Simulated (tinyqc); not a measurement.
# Thin-body transistor below threshold, two-dimensional Poisson equation on a small mesh, step by step

tinyqc, about 0.2 s, one thread, Intel Xeon 2.30GHz (shared host): `OMP_NUM_THREADS=1 python tinyqc.py 2480151 2480152 out.jsonl` Printed values are rounded.

A thin body on a thick buried insulator of low permittivity, taken as carrying no normal field at the bottom of the body (row 0). Mobile charge is neglected (subthreshold), the body is fully depleted, and potentials are counted from the intrinsic level; rows run upward to the gate, columns from source to drain.

Inputs (values chosen for the exercise); semiconductor permittivity close to that of silicon: temperature T = 300 K; relative permittivity of the semiconductor eps_r = 11.9; relative permittivity of the insulator eox = 7.5; body thickness tb = 3 nm; insulator thickness tox = 3.1 nm; channel length L = 18 nm; acceptor density of the depleted body Na = 1.6e18 cm^-3; potential of the source Vbi = 0.48 V; gate offset Vfb = 0.02 V; gate voltage Vg = -0.1 V; drain voltage Vd = 0.05 V.

Constants: q = 1.602176634e-19 C, kB = 1.380649e-23 J/K, Vt = kB T/q, eps0 = 8.8541878128e-14 F/cm where lengths are in cm. Results are converted to the units shown.

## Coefficients of the five-point equations

Mesh: rows i = 0..3 in the semiconductor (step hs = tb/3, row 3 on the interface), then 2 step(s) ho = tox/2 up to the gate row 5; columns j = 0..7 (step hy = L/7). Box integration, divided by eps0: up_i = eps hy/h of the interval above row i, dn_i = that of the interval below (0 for row 0), lat_i = (sum of eps h/2 over the intervals above and below)/hy, s_i = -q Na w_i hy/eps0 with w_i the semiconductor height of the box (hs/2 for row 0 and the interface row, hs between, 0 in the insulator). Each free node obeys (up + dn + 2 lat) psi = up psi(above) + dn psi(below) + lat [psi(left) + psi(right)] + s.

```
row       up       dn      lat       s (V)
0       30.6        0  2.31389  -0.0372243
1       30.6     30.6  4.62778  -0.0744485
2       30.6     30.6  4.62778  -0.0744485
3    12.4424     30.6  4.57431  -0.0372243
4    12.4424  12.4424  4.52083           0
```

## Iteration 1: Gauss-Seidel sweep

psi at the start (fixed values on the edges, free nodes linear between source and drain columns) (V):
```
             j=0        j=1        j=2        j=3        j=4        j=5        j=6        j=7
row 0   0.480000   0.487143   0.494286   0.501429   0.508571   0.515714   0.522857   0.530000
row 1   0.480000   0.487143   0.494286   0.501429   0.508571   0.515714   0.522857   0.530000
row 2   0.480000   0.487143   0.494286   0.501429   0.508571   0.515714   0.522857   0.530000
row 3   0.480000   0.487143   0.494286   0.501429   0.508571   0.515714   0.522857   0.530000
row 4   0.180000   0.183571   0.187143   0.190714   0.194286   0.197857   0.201429   0.205000
row 5  -0.120000  -0.120000  -0.120000  -0.120000  -0.120000  -0.120000  -0.120000  -0.120000
```

Free nodes: rows 0..4, columns 1..6, taken row by row from row 0, left to right. t = (up psi(above) + dn psi(below) + lat [psi(left) + psi(right)] + s)/(up + dn + 2 lat), with the newest neighbours; psi(new) = t.

psi after iteration 1 (V):
```
             j=0        j=1        j=2        j=3        j=4        j=5        j=6        j=7
row 0   0.480000   0.486086   0.493160   0.500298   0.507440   0.514583   0.521726   0.530000
row 1   0.480000   0.485627   0.492641   0.499773   0.506914   0.514057   0.521200   0.530000
row 2   0.480000   0.485428   0.492402   0.499529   0.506670   0.513813   0.520956   0.530000
row 3   0.480000   0.413052   0.412751   0.418381   0.424539   0.430744   0.436953   0.530000
row 4   0.180000   0.156399   0.153620   0.155790   0.158813   0.161968   0.165141   0.205000
row 5  -0.120000  -0.120000  -0.120000  -0.120000  -0.120000  -0.120000  -0.120000  -0.120000
```

## Iteration 2: Gauss-Seidel sweep

As before.

psi after iteration 2 (V):
```
             j=0        j=1        j=2        j=3        j=4        j=5        j=6        j=7
row 0   0.480000   0.484696   0.491565   0.498681   0.505821   0.512963   0.520181   0.530000
row 1   0.480000   0.484171   0.490925   0.498024   0.505162   0.512304   0.519588   0.530000
row 2   0.480000   0.452493   0.453957   0.460051   0.466694   0.473397   0.480292   0.530000
row 3   0.480000   0.380118   0.372053   0.375976   0.381480   0.387188   0.400643   0.530000
row 4   0.180000   0.139853   0.131835   0.132608   0.135150   0.138005   0.148631   0.205000
row 5  -0.120000  -0.120000  -0.120000  -0.120000  -0.120000  -0.120000  -0.120000  -0.120000
```

## Course of the iteration: Gauss-Seidel sweep

Stop when the largest change of psi is below 1e-7 V, or after 400 iterations. Fixed values: gate row Vg - Vfb; column 0 at Vbi and the last column at Vbi + Vd in the semiconductor, each running linearly to Vg - Vfb across the insulator.

Course of the iteration:
```
iteration  psi at row 0, j = 3 (V)  largest |change| of one entry (V)
1                         0.500298                             0.0859
2                         0.498681                             0.0436
3                         0.496945                             0.0322
4                         0.479002                             0.0280
5                         0.455350                             0.0260
6                         0.430281                             0.0258
7                         0.405486                             0.0256
8                         0.381635                             0.0246
9                         0.358988                             0.0233
...                            ...                                ...
168                      0.0446403                            1.81e-7
169                      0.0446401                            1.68e-7
170                      0.0446400                            1.56e-7
171                      0.0446398                            1.44e-7
172                      0.0446397                            1.34e-7
173                      0.0446395                            1.24e-7
174                      0.0446394                            1.16e-7
175                      0.0446393                            1.07e-7
176                      0.0446392                            9.95e-8
```

Converged in 176 iterations. At the end each change is about 0.93 times the one before: linear convergence.

## Barrier, swing and barrier lowering

converged psi (V):
```
             j=0        j=1        j=2        j=3        j=4        j=5        j=6        j=7
row 0   0.480000   0.246689   0.105774   0.044638   0.049144   0.120645   0.276090   0.530000
row 1   0.480000   0.240919   0.100958   0.040891   0.045294   0.115513   0.269861   0.530000
row 2   0.480000   0.222591   0.086492   0.029826   0.033924   0.100092   0.250065   0.530000
row 3   0.480000   0.188350   0.062447   0.012005   0.015600   0.074429   0.213048   0.530000
row 4   0.180000   0.046196  -0.021441  -0.048697  -0.046780  -0.015026   0.059440   0.205000
row 5  -0.120000  -0.120000  -0.120000  -0.120000  -0.120000  -0.120000  -0.120000  -0.120000
```

d psi/dVg on row 0: j=0 0.000000, j=1 0.359171, j=2 0.580310, j=3 0.679578, j=4 0.679578, j=5 0.580310, j=6 0.359171, j=7 0.000000
d psi/dVd on row 0: j=0 0.00000, j=1 0.02640, j=2 0.06114, j=3 0.11515, j=4 0.20527, j=5 0.35855, j=6 0.61443, j=7 1.00000

The barrier is read along row 0, the path farthest from the gate. Take the node j of lowest psi: barrier Vbi - psi_j; swing Vt ln 10/(d psi_j/dVg); DIBL = (d psi_j/dVd)/(d psi_j/dVg). The derivatives solve the same equations with s = 0 and a unit change of that voltage.

j = 3
barrier = 0.435362 V
swing = 87.5932 mV/decade
DIBL = 169.446 mV/V

A mesh of 12, 8 and 80 steps (semiconductor, insulator, channel) gives a barrier of 0.449 V, a swing of 84.7 mV a decade and a DIBL of 202 mV/V; the small mesh puts the barrier 3.1 % below that.
